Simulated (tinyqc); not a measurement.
Piezoresistors in the (001) plane of a cubic crystal: one step of the calculation.

Plane stress in crystal axes x = [100], y = [010]. First-order piezoresistance: d rho_xx/rho = p11 sxx + p12 syy, d rho_yy/rho = p12 sxx + p11 syy, d rho_xy/rho = p44 sxy; a resistor along d = (cos th, sin th) changes by dR/R = d.(d rho/rho).d. Changes of geometry and second-order terms are left out.

Problem. Longitudinal and transverse coefficients. For uniaxial stress along or across the current: pL = p11 - (A/2) sin^2(2 th), pT = p12 + (A/2) sin^2(2 th), A = p11 - p12 - p44. Gauge factor along [110]: E (p11 + p12 + p44)/2.

Inputs (values chosen for the exercise); coefficients close to those of lightly doped p-type silicon: piezoresistive coefficient p11 = 6.25 x 1e-11/Pa; piezoresistive coefficient p12 = -1.14 x 1e-11/Pa; piezoresistive coefficient p44 = 140 x 1e-11/Pa; angle of the current from [100] th = 45 deg; Young's modulus along [110] E = 170 GPa.

Wanted: A; pL; pT; gauge factor.

Solution.

A = -132.61 x 1e-11/Pa
pL = 72.555 x 1e-11/Pa
pT = -67.445 x 1e-11/Pa
gauge factor = 123.34

Numbers from tinyqc (`OMP_NUM_THREADS=1 python tinyqc.py 2530110 2530111 out.jsonl`; about 0.01 s on one thread of a shared Intel Xeon 2.30GHz).
